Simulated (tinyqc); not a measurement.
Hot carriers by balance equations with a heated Maxwellian. Changing the optical or intervalley deformation potential D_o. Computed by tinyqc, a small Python program. Command: `OMP_NUM_THREADS=1 python tinyqc.py 3025041 3025042 out.jsonl hot sweep`. One thread of a shared host (Intel(R) Xeon(R) Processor @ 2.30GHz), about 0.03 s of CPU time with the checks.

The carriers follow a Maxwellian at an electron temperature T_e, slightly displaced; the drift energy is neglected against k_B T_e. The balance averages the rate, not the time, so mu_0 lies below the relaxation-time value.

Inputs (values chosen for the exercise, modelled on electrons in germanium):

| quantity | value | unit |
|---|---|---|
| effective mass m | 0.217 | m_0 |
| density rho | 5323 | kg/m^3 |
| sound velocity v_l | 5410 | m/s |
| acoustic deformation potential D_A | 11 | eV |
| phonon energy hbar w | 33.2 | meV |
| final valleys Z_f | 3 | - |
| lattice temperature T | 150 | K |
| electric field F | 0.43 | kV/cm |
| iteration cap | 300 | - |

Band: parabolic. Solver: Newton.

Constants: k_B = 8.617333262e-05 eV/K; k_B = 1.380649e-23 J/K; e = 1.602176634e-19 C; hbar = 1.054571817e-34 J s; m_0 = 9.1093837015e-31 kg; hbar = 6.582119569e-16 eV s.

Method:
- Parabolic band: E = hbar^2 k^2/(2 m), speed v = hbar k/m, states per spin, volume and energy g(E) = m k/(2 pi^2 hbar^2). Masses are multiplied by m_0 and all formulas are in SI units.
- Phonon occupation N_q = 1/(exp(hbar w/(k_B T)) - 1).
- Acoustic deformation potential (elastic, equipartition, absorption and emission together): 1/tau = 2 pi k_B T D_A^2 g(E)/(hbar rho v_l^2).
- Optical or intervalley deformation potential: 1/tau = (pi Z_f D_o^2/(rho w)) [N_q g(E + hbar w) + (N_q + 1) g(E - hbar w)], with g = 0 below the band edge.
- Averages over the Maxwellian, <y> = int y x^(1/2) exp(-x) dx / int x^(1/2) exp(-x) dx with x = E/(k_B T_e), split at x_0 = hbar w/(k_B T_e): 64 Gauss-Legendre points in sqrt(x) below it and 128 in sqrt(x - x_0) above it, up to x = 32. Momentum balance: mu(T_e) = e/(m nu), nu = <x (sum of rates)>/<x>. Power lost per carrier: P(T_e) = hbar w <emission rate - absorption rate> + <(2 m v_l^2/(k_B T)) (E - 2 k_B T) acoustic rate>.
- Energy relaxation time at weak heating: tau_E = (3/2) k_B / (dP/dT_e), the derivative by a central difference of +/- 0.5 K at T_e = T.
- Newton: h(T_e) = P - e mu F^2, T_new = T_e - h/h', with h' by a central difference of +/- 0.5 K, limited to the range T to 3 T_e.
- Start at T_e = 1.5 T; stop when T_e moves by less than 1e-6 K or exceeds 1e6 K.
- v = mu(T_e) F; warm-carrier coefficient (mu/mu_0 - 1)/F^2.

One run for each value:

| optical or intervalley deformation potential D_o (1e8 eV/cm) | drift velocity (1e7 cm/s) | electron temperature T_e (K) | energy relaxation time tau_E (ps) | low-field mobility mu_0 (cm^2/(V s)) |
|---|---|---|---|---|
| 1.0 | 0.22213 | 423.62 | 47.380 | 8822.9 |
| 1.5 | 0.24929 | 316.29 | 24.288 | 8653.5 |
| 2.2 | 0.27032 | 243.41 | 12.084 | 8322.3 |
| 3.2 | 0.27547 | 198.74 | 5.902 | 7707.4 |
| 4.7 | 0.25557 | 172.32 | 2.780 | 6632.1 |
| 6.9 | 0.20745 | 158.75 | 1.300 | 5099.8 |
| 10.0 | 0.14532 | 152.98 | 0.621 | 3459.1 |
| 15.0 | 0.08356 | 150.77 | 0.276 | 1956.9 |

Over the rows, drift velocity (1e7 cm/s) goes from 0.222 through a maximum among these rows, 0.275 at 3.20, to 0.0836; electron temperature T_e (K) falls from 424 to 151 (exponent d ln y / d ln x -0.72 between the first rows and -0.036 between the last); energy relaxation time tau_E (ps) falls from 47.4 to 0.276 (exponent d ln y / d ln x -1.6 between the first rows and -2.0 between the last).

Caution (rows 6.90, 10.0, 15.0): the drift energy m v^2/2 is not small against the heating (3/2) k_B (T_e - T), so T_e - T is rough.

Extremes, crossings and ranges named in words are read from the listed rows.
